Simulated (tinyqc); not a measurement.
MP2 on RHF in the 6-311g basis, for H2, spin multiplicity 1, step by step. One step of it, computed by the program tinyqc.

Problem. Iteration 1: building the Fock matrix. J_ij = sum D_kl (ij|kl), K_ij = sum D_kl (ik|jl); F = H + J - 0.5 K; E = tr D H + tr D J / 2 - 0.25 tr D K + E_nn.

D at the start:
```
          1H 1s     1H 2s     1H 3s     2H 1s     2H 2s     2H 3s
1H 1s  0.133154  0.172491  0.007886  0.133154  0.172491  0.007886
1H 2s  0.172491  0.223450  0.010216  0.172491  0.223450  0.010216
1H 3s  0.007886  0.010216  0.000467  0.007886  0.010216  0.000467
2H 1s  0.133154  0.172491  0.007886  0.133154  0.172491  0.007886
2H 2s  0.172491  0.223450  0.010216  0.172491  0.223450  0.010216
2H 3s  0.007886  0.010216  0.000467  0.007886  0.010216  0.000467
```

core Hamiltonian H = T + V (hartree):
```
           1H 1s      1H 2s      1H 3s      2H 1s      2H 2s      2H 3s
1H 1s  -0.546926  -1.026224  -0.677700  -0.680313  -0.785687  -0.593316
1H 2s  -1.026224  -1.072302  -0.859210  -0.785687  -0.940875  -0.792213
1H 3s  -0.677700  -0.859210  -0.811807  -0.593316  -0.792213  -0.772064
2H 1s  -0.680313  -0.785687  -0.593316  -0.546926  -1.026224  -0.677700
2H 2s  -0.785687  -0.940875  -0.792213  -1.026224  -1.072302  -0.859210
2H 3s  -0.593316  -0.792213  -0.772064  -0.677700  -0.859210  -0.811807
```

Two-electron integrals (ij|kl) in chemists' order, unique and non-zero (hartree):
```
(11|11) 1.393035   (21|11) 0.822971   (21|21) 0.509703   (22|11) 0.822904
(22|21) 0.543028   (22|22) 0.644106   (31|11) 0.411256   (31|21) 0.257757
(31|22) 0.279868   (31|31) 0.130794   (32|11) 0.543681   (32|21) 0.365771
(32|22) 0.452669   (32|31) 0.189803   (32|32) 0.325140   (33|11) 0.494021
(33|21) 0.340115   (33|22) 0.445993   (33|31) 0.178035   (33|32) 0.331779
(33|33) 0.361682   (41|11) 0.322453   (41|21) 0.203318   (41|22) 0.221822
(41|31) 0.103292   (41|32) 0.150454   (41|33) 0.141009   (41|41) 0.109001
(42|11) 0.358866   (42|21) 0.239246   (42|22) 0.286915   (42|31) 0.123616
(42|32) 0.201853   (42|33) 0.198518   (42|41) 0.137750   (42|42) 0.197554
(43|11) 0.228768   (43|21) 0.154645   (43|22) 0.191139   (43|31) 0.080300
(43|32) 0.136445   (43|33) 0.137120   (43|41) 0.089761   (43|42) 0.134113
(43|43) 0.092599   (44|11) 0.722809   (44|21) 0.494969   (44|22) 0.619593
(44|31) 0.257842   (44|32) 0.442240   (44|33) 0.442216   (44|41) 0.322453
(44|42) 0.499538   (44|43) 0.344937   (44|44) 1.393035   (51|11) 0.499538
(51|21) 0.311344   (51|22) 0.334984   (51|31) 0.157729   (51|32) 0.226420
(51|33) 0.211461   (51|41) 0.137750   (51|42) 0.166860   (51|43) 0.108356
(51|44) 0.358866   (51|51) 0.197554   (52|11) 0.566166   (52|21) 0.377225
(52|22) 0.456580   (52|31) 0.195062   (52|32) 0.324047   (52|33) 0.324123
(52|41) 0.177788   (52|42) 0.245851   (52|43) 0.167089   (52|44) 0.566166
(52|51) 0.245851   (52|52) 0.356497   (53|11) 0.416775   (53|21) 0.283478
(53|22) 0.360011   (53|31) 0.147692   (53|32) 0.262358   (53|33) 0.274518
(53|41) 0.135724   (53|42) 0.198075   (53|43) 0.137890   (53|44) 0.465742
(53|51) 0.186235   (53|52) 0.289176   (53|53) 0.244850   (54|11) 0.494969
(54|21) 0.337146   (54|22) 0.422151   (54|31) 0.175483   (54|32) 0.302799
(54|33) 0.306066   (54|41) 0.203318   (54|42) 0.311344   (54|43) 0.216349
(54|44) 0.822971   (54|51) 0.239246   (54|52) 0.377225   (54|53) 0.313710
(54|54) 0.509703   (55|11) 0.619593   (55|21) 0.422151   (55|22) 0.536798
(55|31) 0.220033   (55|32) 0.390799   (55|33) 0.407188   (55|41) 0.221822
(55|42) 0.334984   (55|43) 0.235187   (55|44) 0.822904   (55|51) 0.286915
(55|52) 0.456580   (55|53) 0.389319   (55|54) 0.543028   (55|55) 0.644106
(61|11) 0.344937   (61|21) 0.216349   (61|22) 0.235187   (61|31) 0.109806
(61|32) 0.159571   (61|33) 0.149764   (61|41) 0.089761   (61|42) 0.108356
(61|43) 0.070480   (61|44) 0.228768   (61|51) 0.134113   (61|52) 0.167089
(61|53) 0.126792   (61|54) 0.154645   (61|55) 0.191139   (61|61) 0.092599
(62|11) 0.465742   (62|21) 0.313710   (62|22) 0.389319   (62|31) 0.162858
(62|32) 0.280064   (62|33) 0.286530   (62|41) 0.135724   (62|42) 0.186235
(62|43) 0.126792   (62|44) 0.416775   (62|51) 0.198075   (62|52) 0.289176
(62|53) 0.236511   (62|54) 0.283478   (62|55) 0.360011   (62|61) 0.137890
(62|62) 0.244850   (63|11) 0.437309   (63|21) 0.301499   (63|22) 0.396879
(63|31) 0.157909   (63|32) 0.296004   (63|33) 0.324427   (63|41) 0.132131
(63|42) 0.191670   (63|43) 0.133908   (63|44) 0.437309   (63|51) 0.191670
(63|52) 0.302256   (63|53) 0.260792   (63|54) 0.301499   (63|55) 0.396879
(63|61) 0.133908   (63|62) 0.260792   (63|63) 0.300140   (64|11) 0.257842
(64|21) 0.175483   (64|22) 0.220033   (64|31) 0.091338   (64|32) 0.158149
(64|33) 0.160546   (64|41) 0.103292   (64|42) 0.157729   (64|43) 0.109806
(64|44) 0.411256   (64|51) 0.123616   (64|52) 0.195062   (64|53) 0.162858
(64|54) 0.257757   (64|55) 0.279868   (64|61) 0.080300   (64|62) 0.147692
(64|63) 0.157909   (64|64) 0.130794   (65|11) 0.442240   (65|21) 0.302799
(65|22) 0.390799   (65|31) 0.158149   (65|32) 0.287474   (65|33) 0.305882
(65|41) 0.150454   (65|42) 0.226420   (65|43) 0.159571   (65|44) 0.543681
(65|51) 0.201853   (65|52) 0.324047   (65|53) 0.280064   (65|54) 0.365771
(65|55) 0.452669   (65|61) 0.136445   (65|62) 0.262358   (65|63) 0.296004
(65|64) 0.189803   (65|65) 0.325140   (66|11) 0.442216   (66|21) 0.306066
(66|22) 0.407188   (66|31) 0.160546   (66|32) 0.305882   (66|33) 0.340400
(66|41) 0.141009   (66|42) 0.211461   (66|43) 0.149764   (66|44) 0.494021
(66|51) 0.198518   (66|52) 0.324123   (66|53) 0.286530   (66|54) 0.340115
(66|55) 0.445993   (66|61) 0.137120   (66|62) 0.274518   (66|63) 0.324427
(66|64) 0.178035   (66|65) 0.331779   (66|66) 0.361682
```

nuclear repulsion = 0.74218403 hartree

Give: Coulomb J; exchange K; Fock matrix F; total energy of this density.

Solution.

Coulomb J (hartree):
```
        1H 1s   1H 2s   1H 3s   2H 1s   2H 2s   2H 3s
1H 1s  1.7524  1.1351  0.5823  0.5469  0.7407  0.4991
1H 2s  1.1351  1.3145  0.9174  0.7407  1.0285  0.8194
1H 3s  0.5823  0.9174  0.8971  0.4991  0.8194  0.8369
2H 1s  0.5469  0.7407  0.4991  1.7524  1.1351  0.5823
2H 2s  0.7407  1.0285  0.8194  1.1351  1.3145  0.9174
2H 3s  0.4991  0.8194  0.8369  0.5823  0.9174  0.8971
```

exchange K (hartree):
```
        1H 1s   1H 2s   1H 3s   2H 1s   2H 2s   2H 3s
1H 1s  1.1878  1.0947  0.7102  0.8507  0.9682  0.6797
1H 2s  1.0947  1.1339  0.7724  0.9682  1.0741  0.7563
1H 3s  0.7102  0.7724  0.5408  0.6797  0.7563  0.5361
2H 1s  0.8507  0.9682  0.6797  1.1878  1.0947  0.7102
2H 2s  0.9682  1.0741  0.7563  1.0947  1.1339  0.7724
2H 3s  0.6797  0.7563  0.5361  0.7102  0.7724  0.5408
```

Fock matrix F (hartree):
```
         1H 1s    1H 2s    1H 3s    2H 1s    2H 2s    2H 3s
1H 1s   0.6116  -0.4385  -0.4505  -0.5588  -0.5291  -0.4340
1H 2s  -0.4385  -0.3247  -0.3280  -0.5291  -0.4495  -0.3509
1H 3s  -0.4505  -0.3280  -0.1851  -0.4340  -0.3509  -0.2032
2H 1s  -0.5588  -0.5291  -0.4340   0.6116  -0.4385  -0.4505
2H 2s  -0.5291  -0.4495  -0.3509  -0.4385  -0.3247  -0.3280
2H 3s  -0.4340  -0.3509  -0.2032  -0.4505  -0.3280  -0.1851
```

total energy of this density = -1.078461 hartree
